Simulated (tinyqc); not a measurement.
# Raman shift of the zone-centre optical phonon of a diamond-structure crystal under stress, step by step

A worked calculation. Computed by tinyqc, a small Python program that keeps every step. Command: `OMP_NUM_THREADS=1 python tinyqc.py 3011369 3011370 out.jsonl ramanstress walk`. One thread of a shared host (Intel(R) Xeon(R) Processor @ 2.30GHz), about 0.01 s of CPU time with the checks. Intermediate numbers are printed to about 6 digits and carried at full precision; extremes and crossings named in words are read from the listed rows.

Axes x, y, z are the cube axes. Strain shifts the threefold optical mode and can split it; p, q and r are the phonon deformation potentials.

Inputs (values chosen for the exercise, modelled on germanium): unstrained frequency omega_0 = 301.2 1/cm; p/omega_0^2 = -1.4; q/omega_0^2 = -1.97; r/omega_0^2 = -1.12; C11 = 129.9 GPa; C12 = 47.7 GPa; C44 = 67.42 GPa; stress sigma (tension positive) = -2.5 GPa; polarisation angle phi = 60 degree; temperature coefficient d omega/dT = -0.017 1/(cm K); local temperature T = 400 K; laser wavelength = 457.9 nm.

Stress state: biaxial. Axis: [110].

Constants: h = 6.62607015e-34 J s; c = 299792458 m/s; k_B = 1.380649e-23 J/K.

## Compliances

S11 = (C11 + C12)/D, S12 = -C12/D, D = (C11 - C12)(C11 + 2 C12), S44 = 1/C44.

S11 = 9.58981 1/TPa

S12 = -2.57564 1/TPa

S44 = 14.8324 1/TPa

## Stress and strain tensors

Equal biaxial stress in the plane normal to the axis (unit vector n): sigma_ij = sigma (delta_ij - n_i n_j). eps_xx = S11 sigma_xx + S12 (sigma_yy + sigma_zz), and cyclic; eps_xy = S44 sigma_xy/2 (tensor strain).

stress (GPa), rows x, y, z:
$$\begin{pmatrix}
-1.25 & 1.25 & 0.00 \\
1.25 & -1.25 & 0.00 \\
0.00 & 0.00 & -2.50
\end{pmatrix}$$

strain (per mille), rows x, y, z:
$$\begin{pmatrix}
-2.3286 & 9.2702 & 0.0000 \\
9.2702 & -2.3286 & 0.0000 \\
0.0000 & 0.0000 & -17.5354
\end{pmatrix}$$

volume strain = -22.1926 per mille

Caution: strains above about 1 % call for terms beyond linear order.

## Secular matrix and shifts

Secular matrix: M_xx = p eps_xx + q (eps_yy + eps_zz), M_xy = 2 r eps_xy; its eigenvalues are omega^2 - omega_0^2, and the shifts are these over 2 omega_0.

M/(2 omega_0) (1/cm), rows x, y, z:
$$\begin{pmatrix}
6.38426 & -3.12726 & 0.00000 \\
-3.12726 & 6.38426 & 0.00000 \\
0.00000 & 0.00000 & 5.07888
\end{pmatrix}$$

shifts, in rising order (1/cm): [3.25700, 5.07888, 9.51152]

All three modes are split. Compression hardens every mode.

## Mean shift and Grueneisen parameter

gamma = -(p + 2q)/(6 omega_0^2); the mean of the three shifts is -gamma omega_0 x (volume strain).

mode Grueneisen parameter gamma = 0.89

mean shift = 5.94913 1/cm

## The line seen from a (001) surface

Backscattering from a (001) surface: incident polarisation (cos phi, sin phi, 0). With Raman tensors (R_z)_xy = (R_z)_yx = 1 and cyclic, only the z component u_z of a mode counts: I = u_z^2 sin^2(2 phi) for parallel and u_z^2 cos^2(2 phi) for crossed polarisers. An unresolved line sits at the intensity-weighted shift, which is M_zz/(2 omega_0).

total intensity, parallel = 0.75

total intensity, crossed = 0.25

shift of the observed line = 5.07888 1/cm

shift per stress = -2.03155 1/(cm GPa)

stress per shift = -492.235 MPa cm

The z-polarised mode is an eigenmode here, so one line is seen. Caution: this stress has components normal to the (001) face, so it cannot reach a free (001) surface; it can act on buried material.

## The same stress in different states

Uniaxial: sigma n n^T; biaxial: sigma (1 - n n^T); hydrostatic: sigma 1. The line seen from (001) is taken as unresolved, at the intensity-weighted shift M_zz/(2 omega_0).

Shifts (1/cm):
```
state                    lowest   middle  highest  line seen from (001)
uniaxial [100]          1.23406  3.84482  3.84482               3.84482
uniaxial [110]         -0.58782  3.84482  5.66670               3.84482
uniaxial [001]          1.23406  3.84482  3.84482               1.23406
uniaxial [111]          0.88973  0.88973  7.14425               2.97457
biaxial, normal [001]   5.07888  5.07888  7.68965               7.68965
biaxial, normal [111]   1.77945  8.03398  8.03398               5.94913
hydrostatic             8.92370  8.92370  8.92370               8.92370
```

Seen from (001), uniaxial stress along [100] and along [110] give the same shift (3.845), and equal biaxial stress in the plane gives twice as much (7.690), since only sigma_xx + sigma_yy and sigma_zz enter M_zz. Stress along [001] gives 1.234. One measured shift therefore fixes the stress only once its state is assumed: read as uniaxial in the plane, a shift implies twice the stress that it does read as biaxial. In the two [111] rows the modes seen are split by 6.3 per cm, more than a line width, so two lines appear there in place of one.

## Heating mistaken for stress

A temperature above 300 K shifts the line by (d omega/dT)(T - 300 K); divided by the shift per stress it poses as a stress; the total shift adds it to the shift of the observed line. The anti-Stokes to Stokes ratio is [(omega_L + omega_0)/(omega_L - omega_0)]^3 exp(-h c omega_0/(k_B T)) in photon counts, omega_L = 1/wavelength, resonance effects left out.

thermal shift = -1.7 1/cm

apparent stress from heating = 0.836799 GPa

total shift = 3.37888 1/cm

anti-Stokes/Stokes ratio = 0.367643

Heating poses as tension, 33 % of the true stress in size; the intensity ratio gives T apart from the shift.

Checks made by the program: mean of the eigenvalues against the trace rule (relative difference below 1e-10); weighted mean of the modes against M_zz (relative difference below 1e-10).
